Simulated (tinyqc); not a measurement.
Thermal displacements in the Debye model: Debye-Waller factors, bond-length spread and the Lindemann rule: one step, computed by the program tinyqc.

A Debye spectrum with three branches of one velocity, cut at k_B Theta; 4 atoms per cube, nearest neighbours at d = 0.707107 a.

Question. Spread of the bond length. Correlated Debye model: sigma^2 = (3 hbar^2/(M k_B Theta)) int_0^1 s coth(s Theta/(2T)) [1 - sin(s q_D R)/(s q_D R)] ds for two atoms at distance R, q_D = (6 pi^2 n)^(1/3), n atoms per volume; uncorrelated motion would give 2 <u_x^2>. An EXAFS amplitude is damped by exp(-2 k^2 sigma^2).

Inputs (values chosen for the exercise, modelled on nickel): atomic mass M = 58.69 u; Debye temperature Theta = 435 K; lattice constant a = 3.524 angstrom; temperature T = 20 K; photoelectron wave number k = 5.7 1/angstrom.

Structure: fcc.

<u_x^2> = 0.001444863 angstrom^2

Constants: hbar^2/u = 4.18015928e-03 eV angstrom^2; k_B = 8.617333262e-05 eV/K.

Give: sigma^2 of the nearest bond; correlation 1 - sigma^2/(2 <u_x^2>); EXAFS damping.

Answer.

sigma^2 of the nearest bond = 0.0024548 angstrom^2

correlation 1 - sigma^2/(2 <u_x^2>) = 0.15052

EXAFS damping = 0.85256

Neighbours move partly together, which removes 15 % of the uncorrelated spread.
